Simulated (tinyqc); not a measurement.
Two electrons on one impurity (helium-like model): one step. Units and equal orbitals. Five cases, with inputs chosen for the exercise.

Problem. Give Ha*, a*, the best common exponent Z - 5/16, E = -(Z - 5/16)^2, and the binding of the second electron -Z^2/2 - E.

Units Ha* = 2 Ry m/eps^2 and a* = a0 eps/m. One electron is bound by Z^2/2. Two electrons in the singlet built from exp(-a r) and exp(-b r): S = 8 (ab)^(3/2)/(a + b)^3, h_aa = a^2/2 - Z a, h_bb alike, h_ab = S (ab/2 - Z (a + b)/2), J = ab (a^2 + 3ab + b^2)/(a + b)^3, K = 20 (ab)^3/(a + b)^5, E = (h_aa + h_bb + 2 S h_ab + J + K)/(1 + S^2). For a = b this is a^2 - 2 Z a + 5a/8. Real double donors are deeper, since the central cell is left out.

Constants: Ry = 13.60569312 eV; a0 (Bohr radius) = 0.5291772105 angstrom.

Give: Ha*; a*; exponent; E with equal orbitals; binding of the second electron.

Case 1.

Values chosen (out of a larger set: near those of impurities in GaAs; not measured data): m = 0.068 m0 (one mean mass); eps = 12.8 (dielectric constant); Z = 2 (effective charge (1: D- centre, 2: double donor; other values mimic a central cell)).

Solution.

Ha* = 11.294 meV
a* = 99.61 angstrom
exponent = 1.6875
E with equal orbitals = -2.84766 Ha*
binding of the second electron = 9.57 meV

The first electron is bound by 22.6 meV, 2.36 times as much as the second.

Case 2.

Values chosen (out of a larger set: near those of impurities in Si; not measured data): m = 0.319 m0 (one mean mass); eps = 11.4 (dielectric constant); Z = 1 (effective charge (1: D- centre, 2: double donor; other values mimic a central cell)).

Solution.

Ha* = 66.793 meV
a* = 18.91 angstrom
exponent = 0.6875
E with equal orbitals = -0.47266 Ha*
binding of the second electron = -1.83 meV

With equal orbitals the second electron is not bound; this is a fault of the trial function, since unequal orbitals do bind it.

Case 3.

Values chosen (out of a larger set: near those of impurities in Ge; not measured data): m = 0.173 m0 (one mean mass); eps = 15.6 (dielectric constant); Z = 1 (effective charge (1: D- centre, 2: double donor; other values mimic a central cell)).

Solution.

Ha* = 19.344 meV
a* = 47.72 angstrom
exponent = 0.6875
E with equal orbitals = -0.47266 Ha*
binding of the second electron = -0.53 meV

With equal orbitals the second electron is not bound; this is a fault of the trial function, since unequal orbitals do bind it.

Case 4.

Values chosen (out of a larger set: near those of impurities in Si; not measured data): m = 0.31 m0 (one mean mass); eps = 11.9 (dielectric constant); Z = 2 (effective charge (1: D- centre, 2: double donor; other values mimic a central cell)).

Solution.

Ha* = 59.569 meV
a* = 20.31 angstrom
exponent = 1.6875
E with equal orbitals = -2.84766 Ha*
binding of the second electron = 50.49 meV

The first electron is bound by 119.1 meV, 2.36 times as much as the second.

Case 5.

Values chosen (out of a larger set: near those of impurities in Ge; not measured data): m = 0.172 m0 (one mean mass); eps = 16.3 (dielectric constant); Z = 2.2 (effective charge (1: D- centre, 2: double donor; other values mimic a central cell)).

Solution.

Ha* = 17.616 meV
a* = 50.15 angstrom
exponent = 1.8875
E with equal orbitals = -3.56266 Ha*
binding of the second electron = 20.13 meV

The first electron is bound by 42.6 meV, 2.12 times as much as the second.

Computed by tinyqc, one run a case: `OMP_NUM_THREADS=1 python tinyqc.py N N+1 out.jsonl` with N = 1251758, 1251803, 1251846, 1252003, 1252181; one thread of a shared Intel(R) Xeon(R) Processor @ 2.30GHz, about 0.04 s a run at most.
